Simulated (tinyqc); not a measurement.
What moves transparency and gain: optical gain and spontaneous emission in a bulk direct-gap semiconductor.

Parabolic bands, vertical transitions, no excitons. For each hole band j: mr = me mj/(me + mj); joint density of states J_j(E) = (mr/c)^(3/2) sqrt(E - Eg)/(2 pi^2), both spins, c = hbar^2/2m0; averaged matrix element |e.p|^2 = m0 Ep/6; alpha_j(E) = 4 pi^2 alpha_f c Ep J_j/(3 nr E) in 1/angstrom (alpha_f the fine-structure constant, listed as alpha among the constants), times 1e8 for 1/cm.

F_j(eta) = (1/Gamma(j + 1)) integral_0^infinity x^j dx/(1 + exp(x - eta)), which tends to exp(eta) for eta << 0.

Quasi-Fermi levels: n = Nc F_1/2(Fc/kT) and p = Nv F_1/2(Fv/kT), Fc counted up from the conduction edge and Fv down from the valence edge; Nc, Nv from N = 2 (m kB T/(4 pi c))^(3/2) with c = hbar^2/2m0, in 1/angstrom^3; times 1e24 for 1/cm^3, with me and (mhh^(3/2) + mlh^(3/2))^(2/3).

For band j the electron sits at Ee = (E - Eg) mr/me above its edge and the hole at Eh = (E - Eg) mr/mj; fe = 1/(1 + exp((Ee - Fc)/kT)), fh = 1/(1 + exp((Eh - Fv)/kT)); gain g = sum_j alpha_j (fe + fh - 1).

Constants: hbar^2/2m0 = 3.80998211 eV angstrom^2; fine-structure constant alpha = 0.007297352564; kB = 8.617333262e-05 eV/K.

Parameters, chosen for this exercise (near those of GaAs; the results hold for these values, not for the real material):

| symbol | value | unit | meaning |
|---|---|---|---|
| Eg | 1.459 | eV | direct gap |
| me | 0.0689 | m0 | electron mass |
| mhh | 0.483 | m0 | heavy-hole mass |
| mlh | 0.0792 | m0 | light-hole mass |
| Ep | 26.4 | eV | Kane energy |
| nr | 3.6 |  | refractive index |
| T | 350 | K |  |
| n | 1.5e+18 | 1/cm^3 | injected density, n = p |

Transparency is Fc + Fv = 0; the peak is the largest g over E at the density n (0 if none).

Results for these values:

| case | transparency density (1/cm^3) | Fc + Fv (eV) | peak gain (1/cm) |
|---|---|---|---|
| base | 1.56e+18 | -0.0034 | 0 |

What happens to each result for nr = 3.78, all else kept?

Answer: transparency density does not change at the printed digits; Fc + Fv does not change at the printed digits; peak gain does not change at the printed digits.

The same for each parameter in turn:

| case | transparency density (1/cm^3) | Fc + Fv (eV) | peak gain (1/cm) |
|---|---|---|---|
| base | 1.56e+18 | -0.0034 | 0 |
| me = 0.0792 m0 | 1.78e+18 | -0.0147 | 0 |
| mhh = 0.29 m0 | 1.20e+18 | 0.0190 | 125 |
| Ep = 29 eV | 1.56e+18 | -0.0034 | 0 |
| T = 390 K | 1.83e+18 | -0.0194 | 0 |
| n = 1.95e+18 1/cm^3 | 1.56e+18 | 0.0206 | 110 |
| nr = 3.78 | 1.56e+18 | -0.0034 | 0 |

(tinyqc, `OMP_NUM_THREADS=1 python tinyqc.py 1652489 1652490 out.jsonl`, Intel(R) Xeon(R) Processor @ 2.30GHz, 1 thread, shared host, about 0.07 s.)
